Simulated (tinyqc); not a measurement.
Worked calculation: RHF in the 6-31g basis, for H3+, spin multiplicity 1. One step of it, computed by the program tinyqc.

Task: Iteration 1: building the Fock matrix. J_ij = sum D_kl (ij|kl), K_ij = sum D_kl (ik|jl); F = H + J - 0.5 K; E = tr D H + tr D J / 2 - 0.25 tr D K + E_nn.

D at the start, order 1H 1s, 1H 2s, 2H 1s, 2H 2s, 3H 1s, 3H 2s:
```
[[0.411074, 0.210343, 0.258410, 0.097752, 0.207141, 0.085468],
 [0.210343, 0.107631, 0.132226, 0.050019, 0.105992, 0.043733],
 [0.258410, 0.132226, 0.162442, 0.061449, 0.130213, 0.053727],
 [0.097752, 0.050019, 0.061449, 0.023245, 0.049257, 0.020324],
 [0.207141, 0.105992, 0.130213, 0.049257, 0.104379, 0.043068],
 [0.085468, 0.043733, 0.053727, 0.020324, 0.043068, 0.017770]]
```

core Hamiltonian H = T + V (hartree), order 1H 1s, 1H 2s, 2H 1s, 2H 2s, 3H 1s, 3H 2s:
```
[[-1.270418, -1.142349, -0.579724, -0.783117, -0.462658, -0.715198],
 [-1.142349, -1.297232, -0.743425, -1.030224, -0.667312, -0.973720],
 [-0.579724, -0.743425, -1.126317, -1.049742, -0.134377, -0.412384],
 [-0.783117, -1.030224, -1.049742, -1.193461, -0.403647, -0.716428],
 [-0.462658, -0.667312, -0.134377, -0.403647, -1.079452, -1.021299],
 [-0.715198, -0.973720, -0.412384, -0.716428, -1.021299, -1.168449]]
```

Two-electron integrals (ij|kl) in chemists' order, unique and non-zero (hartree):
```
(11|11) 1.076566   (21|11) 0.578470   (21|21) 0.329423   (22|11) 0.587396
(22|21) 0.361304   (22|22) 0.453150   (31|11) 0.207221   (31|21) 0.120750
(31|22) 0.136589   (31|31) 0.060723   (32|11) 0.240746   (32|21) 0.149845
(32|22) 0.190153   (32|31) 0.081905   (32|32) 0.128485   (33|11) 0.520928
(33|21) 0.333363   (33|22) 0.442693   (33|31) 0.207221   (33|32) 0.353223
(33|33) 1.076566   (41|11) 0.353223   (41|21) 0.202396   (41|22) 0.224165
(41|31) 0.081905   (41|32) 0.104581   (41|33) 0.240746   (41|41) 0.128485
(42|11) 0.408123   (42|21) 0.253442   (42|22) 0.324790   (42|31) 0.110430
(42|32) 0.165169   (42|33) 0.408123   (42|41) 0.165169   (42|42) 0.255633
(43|11) 0.333363   (43|21) 0.211848   (43|22) 0.281077   (43|31) 0.120750
(43|32) 0.202396   (43|33) 0.578470   (43|41) 0.149845   (43|42) 0.253442
(43|43) 0.329423   (44|11) 0.442693   (44|21) 0.281077   (44|22) 0.379710
(44|31) 0.136589   (44|32) 0.224165   (44|33) 0.587396   (44|41) 0.190153
(44|42) 0.324790   (44|43) 0.361304   (44|44) 0.453150   (51|11) 0.153750
(51|21) 0.090433   (51|22) 0.103822   (51|31) 0.031440   (51|32) 0.039838
(51|33) 0.086958   (51|41) 0.054945   (51|42) 0.071561   (51|43) 0.056410
(51|44) 0.078437   (51|51) 0.035842   (52|11) 0.205678   (52|21) 0.129192
(52|22) 0.167223   (52|31) 0.045461   (52|32) 0.062642   (52|33) 0.139974
(52|41) 0.078912   (52|42) 0.116162   (52|43) 0.091316   (52|44) 0.131110
(52|51) 0.056515   (52|52) 0.105853   (53|11) 0.029186   (53|21) 0.017840
(53|22) 0.021681   (53|31) 0.008213   (53|32) 0.011522   (53|33) 0.027692
(53|41) 0.011889   (53|42) 0.017175   (53|43) 0.017025   (53|44) 0.021043
(53|51) 0.006534   (53|52) 0.010619   (53|53) 0.001709   (54|11) 0.115197
(54|21) 0.072340   (54|22) 0.093596   (54|31) 0.027215   (54|32) 0.038182
(54|33) 0.086541   (54|41) 0.045276   (54|42) 0.067733   (54|43) 0.056068
(54|44) 0.078646   (54|51) 0.031163   (54|52) 0.057991   (54|53) 0.006445
(54|54) 0.032849   (55|11) 0.478323   (55|21) 0.308922   (55|22) 0.421319
(55|31) 0.107128   (55|32) 0.151562   (55|33) 0.338768   (55|41) 0.188437
(55|42) 0.291232   (55|43) 0.222603   (55|44) 0.328630   (55|51) 0.153750
(55|52) 0.319118   (55|53) 0.027692   (55|54) 0.172817   (55|55) 1.076566
(61|11) 0.319118   (61|21) 0.183083   (61|22) 0.203179   (61|31) 0.066287
(61|32) 0.082761   (61|33) 0.183612   (61|41) 0.112102   (61|42) 0.141808
(61|43) 0.117152   (61|44) 0.156973   (61|51) 0.056515   (61|52) 0.083240
(61|53) 0.010961   (61|54) 0.046429   (61|55) 0.205678   (61|61) 0.105853
(62|11) 0.378853   (62|21) 0.235695   (62|22) 0.303311   (62|31) 0.087415
(62|32) 0.122803   (62|33) 0.283868   (62|41) 0.145508   (62|42) 0.215526
(62|43) 0.181859   (62|44) 0.251394   (62|51) 0.080264   (62|52) 0.140605
(62|53) 0.016427   (62|54) 0.078162   (62|55) 0.378853   (62|61) 0.140605
(62|62) 0.227182   (63|11) 0.122042   (63|21) 0.075982   (63|22) 0.096493
(63|31) 0.040819   (63|32) 0.063672   (63|33) 0.172817   (63|41) 0.052800
(63|42) 0.083221   (63|43) 0.099887   (63|44) 0.112177   (63|51) 0.021978
(63|52) 0.035249   (63|53) 0.006445   (63|54) 0.021677   (63|55) 0.086541
(63|61) 0.043286   (63|62) 0.065548   (63|63) 0.032849   (64|11) 0.251053
(64|21) 0.157168   (64|22) 0.205219   (64|31) 0.066572   (64|32) 0.099628
(64|33) 0.242581   (64|41) 0.101644   (64|42) 0.159437   (64|43) 0.152440
(64|44) 0.200829   (64|51) 0.052113   (64|52) 0.091193   (64|53) 0.012373
(64|54) 0.053198   (64|55) 0.242581   (64|61) 0.093047   (64|62) 0.151726
(64|63) 0.053198   (64|64) 0.111276   (65|11) 0.308922   (65|21) 0.198056
(65|22) 0.268749   (65|31) 0.069761   (65|32) 0.098966   (65|33) 0.222603
(65|41) 0.121152   (65|42) 0.187088   (65|43) 0.145881   (65|44) 0.213506
(65|51) 0.090433   (65|52) 0.183083   (65|53) 0.017025   (65|54) 0.099887
(65|55) 0.578470   (65|61) 0.129192   (65|62) 0.235695   (65|63) 0.056068
(65|64) 0.152440   (65|65) 0.329423   (66|11) 0.421319   (66|21) 0.268749
(66|22) 0.367335   (66|31) 0.098322   (66|32) 0.142592   (66|33) 0.328630
(66|41) 0.165651   (66|42) 0.260520   (66|43) 0.213506   (66|44) 0.307121
(66|51) 0.103822   (66|52) 0.203179   (66|53) 0.021043   (66|54) 0.112177
(66|55) 0.587396   (66|61) 0.167223   (66|62) 0.303311   (66|63) 0.078646
(66|64) 0.200829   (66|65) 0.361304   (66|66) 0.453150
```

nuclear repulsion = 1.35296693 hartree

Give: Coulomb J; exchange K; Fock matrix F; total energy of this density.

Result:

Coulomb J (hartree), order 1H 1s, 1H 2s, 2H 1s, 2H 2s, 3H 1s, 3H 2s:
```
[[1.4869, 0.8661, 0.3550, 0.5498, 0.2584, 0.4931],
 [0.8661, 1.0017, 0.4824, 0.7480, 0.4021, 0.6869],
 [0.3550, 0.4824, 1.1765, 0.7150, 0.0555, 0.2465],
 [0.5498, 0.7480, 0.7150, 0.8917, 0.2284, 0.4816],
 [0.2584, 0.4021, 0.0555, 0.2284, 1.0391, 0.6436],
 [0.4931, 0.6869, 0.2465, 0.4816, 0.6436, 0.8343]]
```

exchange K (hartree), order 1H 1s, 1H 2s, 2H 1s, 2H 2s, 3H 1s, 3H 2s:
```
[[1.1618, 0.9169, 0.5742, 0.7065, 0.4456, 0.6359],
 [0.9169, 0.8258, 0.5670, 0.6686, 0.4465, 0.6026],
 [0.5742, 0.5670, 0.6225, 0.5577, 0.2432, 0.3840],
 [0.7065, 0.6686, 0.5577, 0.5937, 0.3366, 0.4778],
 [0.4456, 0.4465, 0.2432, 0.3366, 0.4308, 0.4167],
 [0.6359, 0.6026, 0.3840, 0.4778, 0.4167, 0.4930]]
```

Fock matrix F (hartree), order 1H 1s, 1H 2s, 2H 1s, 2H 2s, 3H 1s, 3H 2s:
```
[[-0.3644, -0.7347, -0.5119, -0.5865, -0.4270, -0.5401],
 [-0.7347, -0.7085, -0.5445, -0.6165, -0.4885, -0.5881],
 [-0.5119, -0.5445, -0.2610, -0.6136, -0.2004, -0.3579],
 [-0.5865, -0.6165, -0.6136, -0.5986, -0.3435, -0.4737],
 [-0.4270, -0.4885, -0.2004, -0.3435, -0.2558, -0.5861],
 [-0.5401, -0.5881, -0.3579, -0.4737, -0.5861, -0.5806]]
```

total energy of this density = -1.172988 hartree
